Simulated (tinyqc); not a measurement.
Two ways to average the couplings: virtual-crystal alloy A(1-x)B(x) in sp3s* tight binding.

sp3s* tight binding, nearest neighbours only: anion (a) at 0, cation (c) at a/4 (1,1,1), orbitals s, px, py, pz, s* on each; k in units of 2 pi/a. With phases e_j = exp(i (pi/2) k.n_j) for n = (1,1,1), (1,-1,-1), (-1,1,-1), (-1,-1,1): g0 = (e1+e2+e3+e4)/4, g1 = (e1+e2-e3-e4)/4, g2 = (e1-e2+e3-e4)/4, g3 = (e1-e2-e3+e4)/4. The diagonal holds the levels Esa, Epa, Exa (s*) and Esc, Epc, Exc. Anion-cation block: <sa|sc> = Vss g0; <sa|xc> = Vsapc g1; <xa|sc> = -Vscpa g1; <xa|xc> = Vxx g0; <xa|yc> = <ya|xc> = Vxy g3, <xa|zc> = <za|xc> = Vxy g2, <ya|zc> = <za|yc> = Vxy g1; <s*a|xc> = Vxapc g1; <xa|s*c> = -Vpaxc g1; y and z take g2 and g3 in place of g1; s-s* and s*-s* vanish.

Virtual crystal: a(x) = (1 - x) aA + x aB (Vegard); the six levels are averaged linearly; the seven couplings follow Harrison's rule, V(x) a(x)^2 = (1 - x) V_A aA^2 + x V_B aB^2. No spin-orbit coupling and no disorder. Gaps are measured from the top of the valence band at Gamma; the Delta value is the minimum on (kx,0,0) for kx from 0.5 to 1.

Parameters, chosen for this exercise (A near a published set for Si, B for Ge; such sets place X and L only to about 0.5 eV; shifted at random, so the results belong to these values and not to a real crystal): aA = 5.436 angstrom (lattice constant of A); aB = 5.653 angstrom (of B); pA = (-4.21, 1.719, -4.21, 1.719, 6.696, 6.696, -8.313, 1.71, 4.586, 5.749, 5.749, 5.361, 5.361) eV (order Esa, Epa, Esc, Epc, Exa, Exc, Vss, Vxx, Vxy, Vsapc, Vscpa, Vxapc, Vpaxc); pB = (-5.888, 1.604, -5.888, 1.604, 6.405, 6.405, -6.805, 1.605, 4.891, 5.456, 5.456, 5.23, 5.23) eV (the same for B).

The gaps with the 1/a^2 rule and with a plain linear average of all thirteen parameters.

Gaps (eV):
```
x      Gamma   Delta       L  Gamma, linear  Delta, linear  L, linear
0.10  3.3980  1.1453  2.3182         3.3990         1.1458     2.3230
0.25  3.2787  1.0848  2.0475         3.3000         1.0859     2.0576
0.50  2.4780  0.9832  1.6055         2.5060         0.9847     1.6188
0.75  1.6913  0.8805  1.1763         1.7120         0.8817     1.1862
0.90  1.2257  0.8183  0.9254         1.2356         0.8189     0.9301
```

At x = 0.5 the two rules differ by -28.0 (Gamma), -1.5 (Delta) and -13.3 meV (L), with lattice constants 3.99 % apart: in terms of bowing, b = 4 times the sag at x = 0.5, the rule adds +0.112, +0.006 and +0.053 eV. The ends x = 0 and 1 are the same under both rules.

(tinyqc, `OMP_NUM_THREADS=1 python tinyqc.py 1451141 1451142 out.jsonl`, Intel(R) Xeon(R) Processor @ 2.30GHz, 1 thread, shared host, about 0.06 s.)
